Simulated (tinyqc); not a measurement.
One-sided p+-n junction, ionisation integral and breakdown: two steps of the calculation.

A p+ layer at x < 0 and an n drift layer from x = 0. Depletion approximation, built-in voltage neglected. Local ionisation coefficients alpha_n = an exp(-(bn/E)^mx), alpha_p = ap exp(-(bp/E)^mx). Electrons move towards +x, holes towards x = 0.

Values chosen for this exercise; material values close to those of 4H silicon carbide:
- eps_r = 9.83 (relative permittivity)
- an = 1.68e8 1/cm (prefactor of the electron ionisation coefficient)
- bn = 3.41e7 V/cm (field constant for electrons)
- ap = 3.21e8 1/cm (prefactor of the hole ionisation coefficient)
- bp = 2.44e7 V/cm (field constant for holes)
- mx = 1 (exponent)
- N = 1.1e16 cm^-3 (donor density of the drift layer)
- V = 1220 V (reverse voltage)
- fr = 0.6 (share of the depleted width that the grid covers)

Constants: q = 1.602176634e-19 C, eps0 = 8.8541878128e-14 F/cm where lengths are in cm. Results are converted to the units shown.

Problem 1. Field and ionisation coefficients on a grid. W = sqrt(2 eps0 eps_r V/(q N)), peak field E0 = q N W/(eps0 eps_r), falling linearly to 0 at W. Grid: 13 equal steps from 0 to fr W.

Find: W; x; E; alpha_n; alpha_p.

Solution 1.

W = 10.98 um

```
point	x (um)	E (kV/cm)	alpha_n (1/cm)	alpha_p (1/cm)
0	0.000	2223	36.54	5484
1	0.507	2120	17.39	3224
2	1.013	2018	7.676	1796
3	1.520	1915	3.104	939.6
4	2.027	1812	1.133	456.8
5	2.533	1710	0.3664	203.7
6	3.040	1607	0.1026	81.91
7	3.547	1505	0.02415	29.09
8	4.053	1402	0.004599	8.881
9	4.560	1299	6.742e-4	2.248
10	5.066	1197	7.111e-5	0.4496
11	5.573	1094	4.919e-6	0.06649
12	6.080	991.7	1.958e-7	0.006622
13	6.586	889.1	3.705e-9	3.873e-4
```

Problem 2. Ionisation integrals by the trapezoid rule. G(x) = integral from 0 to x of (alpha_n - alpha_p); I_n = integral of alpha_n exp(-G) (electrons injected at x = 0), I_p = integral of alpha_p exp(G(end) - G) (holes injected at the far edge); M = 1/(1 - I). All integrals by the trapezoid rule on the grid.

```
point	x (um)	alpha_n (1/cm)	alpha_p (1/cm)
0	0.0000000	36.535503	5484.4816
1	0.5066434	17.391278	3224.4557
2	1.0132868	7.6764981	1796.0497
3	1.5199302	3.1041381	939.61774
4	2.0265736	1.1329303	456.80535
5	2.5332170	0.36638429	203.66892
6	3.0398604	0.10258486	81.909546
7	3.5465039	0.024145744	29.093781
8	4.0531473	0.0045989635	8.8813769
9	4.5597907	6.7416561e-4	2.2479888
10	5.0664341	7.1108264e-5	0.44959235
11	5.5730775	4.9194306e-6	0.066494518
12	6.0797209	1.9584321e-7	0.0066224973
13	6.5863643	3.7053037e-9	3.8733025e-4
```

Wanted: G; alpha_n exp(-G); I_n; I_p; M_n; M_p.

Solution 2.

```
point	G	alpha_n exp(-G) (1/cm)
0	0.00000	36.536
1	-0.21925	21.655
2	-0.34580	10.848
3	-0.41482	4.700
4	-0.45009	1.777
5	-0.46678	0.584
6	-0.47401	0.165
7	-0.47681	0.039
8	-0.47778	0.007
9	-0.47806	0.001
10	-0.47813	0.000
11	-0.47814	0.000
12	-0.47814	0.000
13	-0.47814	0.000
```

I_n = 0.0029407
I_p = 0.37553
M_n = 1.0029
M_p = 1.6014

Program tinyqc, `OMP_NUM_THREADS=1 python tinyqc.py 2120069 2120070 out.jsonl`; Intel Xeon 2.30GHz, shared host, one thread, about 0.07 s.
